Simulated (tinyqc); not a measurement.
# Front-illuminated p-i-n photodiode, quantum efficiency and bandwidth: what changes with what

Light enters through a p layer (0 to xp), a depleted layer (xp to xp + wi) and a thick n substrate, decaying as exp(-al x); one pass, no back reflection. Carriers made in the depleted layer are all collected; those in the neutral layers diffuse.

Values chosen for this exercise; values close to those of silicon at this wavelength:
- lam = 650 nm (wavelength)
- al = 3290 1/cm (absorption coefficient)
- Rf = 0.1 (reflectance of the front face)
- eps_r = 12.2 (relative permittivity)
- xp = 0.48 um (thickness of the front p layer)
- wi = 1.1 um (thickness of the depleted layer)
- Dn = 8.9 cm^2/s (electron diffusion coefficient in the p layer)
- Ln = 0.37 um (electron diffusion length in the p layer)
- S = 70000 cm/s (recombination velocity of the front surface)
- Lp = 20 um (hole diffusion length in the thick n substrate)
- ve = 1.03e7 cm/s (electron drift velocity)
- vh = 7.16e6 cm/s (hole drift velocity)
- dia = 190 um (diameter)
- RL = 50 ohm (load resistance)
- Cp = 30 fF (parasitic capacitance)

Constants: q = 1.602176634e-19 C, h = 6.62607015e-34 J s, c = 299792458 m/s, eps0 = 8.8541878128e-14 F/cm where lengths are in cm. Results are converted to the units shown.

Each table varies one quantity; the others keep the values above.

## Efficiency and bandwidth against the thickness of the depleted layer

k = al Ln, s = S Ln/Dn, e = exp(-al xp); front layer f1 = (k/(k^2 - 1)) {[s + k - e (s cosh(xp/Ln) + sinh(xp/Ln))]/[s sinh(xp/Ln) + cosh(xp/Ln)] - k e}; depleted layer f2 = e (1 - exp(-al wi)); substrate f3 = e exp(-al wi) al Lp/(1 + al Lp); external efficiency (1 - Rf)(f1 + f2 + f3); responsivity = efficiency q lam/(h c). Drift response for pairs made in the depleted layer, a = al wi, g = 1 - exp(-a), u = 2 pi i f, te = wi/ve, th = wi/vh: electrons He = [g - a (exp(-a) - exp(-u te))/(u te - a)]/(u te g), holes Hh = [g - a (1 - exp(-a - u th))/(a + u th)]/(u th g); C = eps0 eps_r pi (dia/2)^2/wi + Cp; total |He + Hh|/sqrt(1 + (2 pi f RL C)^2), for the current of the depleted layer alone. Limits are the frequencies at which each factor falls to 1/sqrt(2); inverse-square sum (f_transit^-2 + f_RC^-2)^(-1/2); the diffusion currents f1 and f3 are left out of the bandwidth.

Results:
```
wi (um)	f2	f1 + f3	responsivity (A/W)	transit limit (GHz)	RC limit (GHz)	3 dB bandwidth (GHz)	inverse-square sum (GHz)	bandwidth x (1 - Rf) f2 (GHz)
0.14	0.03844	0.7972	0.3943	326.0	0.1453	0.1453	0.1453	0.005027
0.23	0.06223	0.7765	0.3958	198.8	0.2385	0.2385	0.2385	0.01336
0.39	0.1028	0.7413	0.3983	117.7	0.4038	0.4038	0.4038	0.03737
0.65	0.1644	0.6879	0.4021	71.00	0.6713	0.6712	0.6712	0.09932
1.8	0.3816	0.4993	0.4156	26.25	1.838	1.832	1.834	0.6292
3.1	0.5460	0.3566	0.4259	15.60	3.127	3.044	3.066	1.496
5.2	0.6996	0.2233	0.4354	9.569	5.142	4.392	4.530	2.765
8.8	0.8067	0.1303	0.4421	5.791	8.420	4.596	4.771	3.337
```

Estimate the missing row, wi = 1.1 um.

Computed row:
```
wi (um)	f2	f1 + f3	responsivity (A/W)	transit limit (GHz)	RC limit (GHz)	3 dB bandwidth (GHz)	inverse-square sum (GHz)	bandwidth x (1 - Rf) f2 (GHz)
1.1	0.2593	0.6055	0.4080	42.35	1.131	1.130	1.131	0.2638
```

With this row back in the table: As wi goes from 0.14 to 8.8, the responsivity rises from 0.394 to 0.442 A/W and the bandwidth rises from 0.145 to 4.60 GHz. The RC limit is the lower one for wi = 0.14, 0.23, 0.39, 0.65, 1.1, 1.8, 3.1, 5.2, the transit limit elsewhere. Adding inverse squares of the two limits is within 3.8 % of the full result. The product of bandwidth and fast efficiency rises from 0.00503 to 3.34 GHz. For wi = 0.14, 0.23, 0.39, 0.65, 1.1, 1.8, 3.1, 5.2 the diffusion currents exceed 0.3 of the drift current; their own response times, left out, may then shape the whole response.

## Efficiency and bandwidth against the thickness of the front p layer

Same model as above.

The same in every row: transit limit (GHz) = 42.35; RC limit (GHz) = 1.131; 3 dB bandwidth (GHz) = 1.130; inverse-square sum (GHz) = 1.131.

Result of one run:
```
xp (um)	f2	f1 + f3	responsivity (A/W)	bandwidth x (1 - Rf) f2 (GHz)
0.02	0.3017	0.6070	0.4287	0.3069
```

What becomes of these results when the thickness of the front p layer xp is changed from 0.02 to 0.7 um, all else the same?

Result of the changed run:
```
xp (um)	f2	f1 + f3	responsivity (A/W)	bandwidth x (1 - Rf) f2 (GHz)
0.7	0.2412	0.5760	0.3856	0.2454
```

The whole series:
```
xp (um)	f2	f1 + f3	responsivity (A/W)	bandwidth x (1 - Rf) f2 (GHz)
0.02	0.3017	0.6070	0.4287	0.3069
0.04	0.2997	0.6094	0.4289	0.3049
0.08	0.2958	0.6136	0.4291	0.3009
0.2	0.2843	0.6206	0.4270	0.2893
0.4	0.2662	0.6134	0.4150	0.2708
0.7	0.2412	0.5760	0.3856	0.2454
1	0.2185	0.5290	0.3527	0.2223
3	0.1132	0.2769	0.1841	0.1151
```

As xp goes from 0.02 to 3, the responsivity goes from 0.4287 through a maximum of 0.4291 (at xp = 0.08 among the rows listed) to 0.1841 A/W and the bandwidth stays at 1.13 GHz. The RC limit is the lower one in every row. Adding inverse squares of the two limits is within 0.014 % of the full result. In every row the diffusion currents exceed 0.3 of the drift current; their own response times, left out, may then shape the whole response.

Computed by the program tinyqc: `OMP_NUM_THREADS=1 python tinyqc.py 2250017 2250018 out.jsonl`, one thread of a shared Intel Xeon 2.30GHz, about 0.01 s for the whole run.
